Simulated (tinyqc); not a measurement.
# Two-sublattice mean-field magnet: ferrimagnet, compensation points and susceptibility, step by step

A worked calculation. Computed by tinyqc, a small Python program that keeps every step. Command: `OMP_NUM_THREADS=1 python tinyqc.py 3007559 3007560 out.jsonl ferri walk`. One thread of a shared host (Intel(R) Xeon(R) Processor @ 2.30GHz), about 0.01 s of CPU time with the checks. Intermediate numbers are printed to about 6 digits and carried at full precision; extremes and crossings named in words are read from the listed rows.

A random alloy A(1-x)B(x) with H = -sum over pairs J S_i.S_j. a = <S_A> and b = <S_B> are taken along z, a > 0. Exchange fields: h_A = (1 - x) zJ_AA a + x zJ_AB b, h_B = (1 - x) zJ_AB a + x zJ_BB b; a = S_A B_(S_A)(S_A h_A/(k_B T)) and likewise for b, with the Brillouin function B_S(y) = [(2S + 1)/(2S)] coth[(2S + 1) y/(2S)] - [1/(2S)] coth[y/(2S)].

Inputs (values chosen for the exercise, for a model ferrimagnet): spin S_A = 2; spin S_B = 3.5; g factor g_A = 2; g factor g_B = 2; fraction x of B sites = 0.28; z J_AA = 16.4 meV; z J_BB = 0.7 meV; z J_AB = -5.5 meV; T over T_c = 0.16; largest number of steps = 3000.

Constants: k_B = 8.617333262e-05 eV/K.

## Ordering temperature

Linearised, T (a, b) = M (a, b) with M_ij = S_i (S_i + 1) c_j zJ_ij/(3 k_B), c_A = 1 - x, c_B = x. T_c is the larger eigenvalue, and its eigenvector gives b/a at onset, (T_c - M_AA)/M_AB.

M (K), rows A, B:
$$\begin{pmatrix}
274.052 & -35.742 \\
-241.258 & 11.941
\end{pmatrix}$$

eigenvalues (K): [-17.623, 303.616]

T_c = 303.616 K

b/a at onset = -0.827146

T = 48.5786 K

The antiferromagnetic A-B coupling raises T_c by 30 K over that of A alone.

## First step

Start from a = S_A, b = -S_B and apply the equations once.

h_A = 29.006 meV

h_B = -8.606 meV

new a = 1.99902

new b = -3.35323

## Self-consistent moments

Repeat from a = S_A, b = -S_B until a and b change by less than 1e-10.

Iteration:
```
step        a         b  largest change
1     2.00000  -3.50000     1.46774e-01
2     1.99902  -3.35323     1.31932e-03
3     1.99896  -3.35191     1.97179e-05
4     1.99896  -3.35189     2.65075e-07
5     1.99896  -3.35189     3.63954e-09
6     1.99896  -3.35189     4.97571e-11
```

a = 1.99896

b = -3.35189

last change = 4.97571e-11

a is at 100 % and b at 96 % of saturation: the B spins feel the weaker field per spin and lose their order faster.

## Net moment and spin

Net moment m = (1 - x) g_A a + x g_B b in mu_B per site; net spin s = (1 - x) a + x b. At T = 0, a = S_A and b = -S_B. Effective g = m/s.

net moment m = 1.00145 mu_B

net spin s = 0.500724

m at T = 0 = 0.92 mu_B

effective g = 2

A dominates at T, as at T = 0.

## Compensation temperatures

Net moment m = (1 - x) g_A a + x g_B b in mu_B per site; net spin s = (1 - x) a + x b. T_M: m = 0; T_A: s = 0; searched between 0.02 and 0.97 T_c, and given as 0 if there is no change of sign.

magnetic compensation T_M = 0 K

angular-momentum compensation T_A = 0 K

No compensation in this range.

## Moments against temperature

The formulas are those given above.

Sublattices:
```
T/T_c    T (K)     a/S_A    -b/S_B  m (mu_B)
0.05    15.181  1.000000  0.999602   0.92078
0.15    45.542  0.999675  0.963827   0.98996
0.30    91.085  0.985191  0.850925   1.16954
0.45   136.627  0.938324  0.712814   1.30526
0.60   182.170  0.854016  0.566260   1.34970
0.72   218.604  0.750399  0.446770   1.28548
0.84   255.038  0.594260  0.319178   1.08588
0.92   279.327  0.432838  0.217776   0.81973
0.97   294.508  0.269857  0.130530   0.52135
```

At 0.45 T_c A keeps 0.94 and B 0.71 of saturation. |m| first rises, to 1.350 at 0.6 T_c, because the minority sublattice falls faster (type P).

## Susceptibility above T_c

With a field B, T (a, b) = M (a, b) + (mu_B B/(3 k_B)) (g_A S_A (S_A + 1), g_B S_B (S_B + 1)). chi = m/B per site; C = mu_B [(1 - x) g_A^2 S_A (S_A + 1) + x g_B^2 S_B (S_B + 1)]/(3 k_B); the table gives C/chi, which tends to T - theta.

Inverse susceptibility:
```
T (K)    C/chi (K)  T - C/chi (K)
309.69       27.42        282.269
333.98      110.31        223.668
379.52      211.81        167.706
455.42      329.08        126.344
607.23      512.71         94.527
910.85      836.94         73.913
1518.08    1456.08         62.003
3036.16    2981.32         54.837
```

T - C/chi sinks from 282 K just above T_c to 55 K at 10 T_c, on its way to the asymptotic theta. The curve of 1/chi is a hyperbola that bends down to zero at T_c = 304 K, so a Curie-Weiss line fitted at high T misses T_c.

Checks made by the program: the fixed point (relative difference below 1e-10).
